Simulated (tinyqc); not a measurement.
Lattice vibrations of a chain, step by step. One step of it, computed by the program tinyqc.

Problem. Frequencies. omega^2 are the eigenvalues; wavenumber = 521.4708 sqrt(eigenvalue) 1/cm.

D(q) (eV/(angstrom^2 u)):
$$\begin{pmatrix}
0.860026 & -0.414031+0.601373i \\
-0.414031-0.601373i & 1.007687
\end{pmatrix}$$

Give: eigenvalues; wavenumbers; weights |e|^2 of the mass-weighted modes.

Solution.

eigenvalues: [0.200, 1.668]

wavenumbers (1/cm): [233.2, 673.4]

weights |e|^2 of the mass-weighted modes, order atom 1, atom 2:
$$\begin{pmatrix}
0.550 & 0.450 \\
0.450 & 0.550
\end{pmatrix}$$
